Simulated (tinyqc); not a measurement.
# Resistance of a source-drain extension with a graded tip: effects of single changes

y runs along the channel, the gate covers y > 0. The doping is N0 for y < y0 and N0 10^(-(y - y0)/la) beyond, uniform over the depth xj. Sheet conductance s(y) = q mu(N) max(N - Nch, 0) xj + (for y > 0) ma Cox Vo, with mu(N) = u0 + (u1 - u0)/(1 + (N/Nr)^au) and Cox = eps0 eox/tox. Current is taken as one-dimensional; depletion of the tip, spreading and the contact are left out. The metallurgical junction lies at yj, where N = Nch.

Parameters, values chosen for the exercise; mobility law close to that of holes in silicon: relative permittivity of the gate insulator (close to silicon dioxide) eox = 3.9; insulator thickness tox = 3.7 nm; active doping of the extension far from the gate N0 = 1.1e20 cm^-3; lateral abruptness la = 4.5 nm/decade; position under the gate where the fall begins (gate edge at 0) y0 = 4.2 nm; depth of the extension xj = 6 nm; channel doping Nch = 7e17 cm^-3; spacer length Ls = 22 nm; gate overdrive Vo = 0.84 V; mobility of the gate-induced layer ma = 100 cm^2/(V s); mobility at low doping u1 = 470.5 cm^2/(V s); mobility at high doping u0 = 44.9 cm^2/(V s); reference doping Nr = 2.23e17 cm^-3; exponent au = 0.719; gate length Lg = 90 nm.

Constants: q = 1.602176634e-19 C, eps0 = 8.8541878128e-14 F/cm where lengths are in cm. Results are converted to the units shown.

Each table varies one quantity; the others keep the values above.

## Abruptness at a fixed junction position

R_spacer = integral of dy/s from -Ls to 0, R_ov from 0 to yj, R_channel = (Lg - 2 yj)/(ma Cox Vo), R_total = 2 R_spacer + 2 R_ov + R_channel. Electrical length L_eff = ma Cox dR_total/d(1/Vo); R_series = R_total - L_eff/(ma Cox Vo). y0 is moved with la so that yj stays at 14.083 nm.

The same in every row: yj (nm) = 14.08; R_channel (ohm um) = 788.7.

Results:

| la (nm/decade) | R_spacer (ohm um) | R_ov (ohm um) | R_total (ohm um) | L_eff (nm) | R_series (ohm um) |
|---|---|---|---|---|---|
| 1 | 42.07 | 35.66 | 944.2 | 63.96 | 128.3 |
| 3.6 | 42.07 | 67.49 | 1008 | 68.26 | 137.2 |
| 4.9 | 42.07 | 83.41 | 1040 | 70.40 | 141.6 |
| 6.1 | 42.07 | 98.10 | 1069 | 72.39 | 145.7 |
| 7.4 | 43.69 | 112.9 | 1102 | 74.48 | 151.8 |
| 8.7 | 51.24 | 124.1 | 1139 | 76.32 | 165.8 |
| 10 | 65.28 | 132.3 | 1184 | 77.87 | 190.7 |

Estimate the missing row, la = 2.3 nm/decade.

Computed row:

| la (nm/decade) | R_spacer (ohm um) | R_ov (ohm um) | R_total (ohm um) | L_eff (nm) | R_series (ohm um) |
|---|---|---|---|---|---|
| 2.3 | 42.07 | 51.58 | 976.0 | 66.11 | 132.7 |

With this row back in the table: As la goes from 1 to 10 nm/decade, R_total rises from 944 to 1180 ohm um, R_spacer rises from 42.1 to 65.3 ohm um and R_ov rises from 35.7 to 132 ohm um. R_total changes on average by 26.6 ohm um for each nm/decade. L_eff exceeds the metallurgical length by 2.13 nm in the first row and 16.0 nm in the last, since the gate also controls the lightly doped tips.

## Effect of the depth of the extension

Same model as above.

The same in every row: yj (nm) = 14.08; R_channel (ohm um) = 788.7.

Effect of the depth of the extension:

| xj (nm) | R_spacer (ohm um) | R_ov (ohm um) | R_total (ohm um) | L_eff (nm) | R_series (ohm um) |
|---|---|---|---|---|---|
| 4 | 63.10 | 90.16 | 1095 | 71.37 | 184.8 |
| 5.6 | 45.07 | 80.45 | 1040 | 70.01 | 146.8 |
| 7.7 | 32.78 | 71.63 | 997.6 | 68.82 | 119.7 |
| 11 | 22.95 | 62.26 | 959.1 | 67.61 | 96.78 |
| 15 | 16.83 | 54.61 | 931.6 | 66.66 | 81.35 |
| 21 | 12.02 | 46.90 | 906.6 | 65.74 | 67.95 |
| 29 | 8.704 | 40.12 | 886.4 | 64.99 | 57.44 |
| 40 | 6.310 | 34.01 | 869.4 | 64.34 | 48.64 |

What does the table show?

As xj goes from 4 to 40, R_total falls from 1100 to 869 ohm um, L_eff falls from 71.4 to 64.3 nm and R_series falls from 185 to 48.6 ohm um.

Program tinyqc, `OMP_NUM_THREADS=1 python tinyqc.py 2282186 2282187 out.jsonl`; Intel Xeon 2.30GHz, shared host, one thread, about 0.03 s.
